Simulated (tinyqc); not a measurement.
Inside a calculation. Method: Hubbard ring of 6 sites. One step of it, computed by the program tinyqc.

Task: Mean-field iteration 1. H(up) = T + U n(down), H(down) = T + U n(up); fill the lowest levels; n(new) = n + mixing (n(out) - n); E = tr T (rho up + rho down) + U sum n_up n_down of the output.

one-body matrix (hopping and site energies) (eV):
```
           1          2          3          4          5          6
1   0.000000  -0.720000   0.000000   0.000000   0.000000  -0.720000
2  -0.720000   0.000000  -0.720000   0.000000   0.000000   0.000000
3   0.000000  -0.720000   0.000000  -0.720000   0.000000   0.000000
4   0.000000   0.000000  -0.720000   0.000000  -0.720000   0.000000
5   0.000000   0.000000   0.000000  -0.720000   0.000000  -0.720000
6  -0.720000   0.000000   0.000000   0.000000  -0.720000   0.000000
```

U = 1.500000 eV

electrons, up and down: 3  3

mixing = 0.500000

n(up) at the start (a guess, not normalised): 1 0.550000, 2 0.450000, 3 0.550000, 4 0.450000, 5 0.550000, 6 0.450000

n(down) at the start (a guess): 1 0.450000, 2 0.550000, 3 0.450000, 4 0.550000, 5 0.450000, 6 0.550000

Give: levels, up; levels, down; energy; n(up) after iteration 1; n(down) after iteration 1.

Result:

levels, up (eV): -0.6920  0.0261  0.0261  1.4739  1.4739  2.1920

levels, down (eV): -0.6920  0.0261  0.0261  1.4739  1.4739  2.1920

energy = -3.5074 eV

n(up) after iteration 1: 1 0.5466, 2 0.4534, 3 0.5466, 4 0.4534, 5 0.5466, 6 0.4534

n(down) after iteration 1: 1 0.4534, 2 0.5466, 3 0.4534, 4 0.5466, 5 0.4534, 6 0.5466
